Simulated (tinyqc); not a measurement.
# Doping from the body effect

Problem. The threshold of a long MOSFET, counted against the source, shifts by gamma (sqrt(2 phiF + Vsb) - sqrt(2 phiF)) with gamma = sqrt(2 eps0 eps_r q N)/Cox. Find 2 phiF, gamma and N from two shifts.

Values chosen for this exercise:
- eps_r = 13.9 (relative permittivity)

Constants: q = 1.602176634e-19 C, eps0 = 8.8541878128e-14 F/cm where lengths are in cm. Results are converted to the units shown.

|VT - VT(0)| at source-body biases 0.5 and 3.2 V (V): 0.33159086  1.4289728
Cox = 0.19184074 uF/cm^2

Answer. The ratio of the shifts depends on 2 phiF alone and rises steadily with it, so it fixes 2 phiF; either shift then gives gamma, and gamma gives N.

2 phiF = 0.621 V
gamma = 1.22 V^0.5
N = 1.40e17 cm^-3

Numbers from tinyqc (`OMP_NUM_THREADS=1 python tinyqc.py 2060087 2060088 out.jsonl`; about 0.01 s on one thread of a shared Intel Xeon 2.30GHz).
